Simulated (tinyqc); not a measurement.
# Cell and bit-line capacitance from two signals

Question. In a DRAM a freshly written one gives the bit-line signal (Vd/2) Cs/(Cs + Cb). Find Cs and Cb.

Parameters, values chosen for the exercise: array voltage Vd = 1.3 V.

signal of a fresh one without and with 30 fF added to the bit line (mV): 173.94366  122.27723

Answer. (Vd/2)/signal = 1 + Cb/Cs, and the added capacitance raises it by its ratio to Cs.

Cs = 19.0 fF
Cb = 52.0 fF

tinyqc, about 0.01 s, one thread, Intel Xeon 2.30GHz (shared host): `OMP_NUM_THREADS=1 python tinyqc.py 2130025 2130026 out.jsonl`
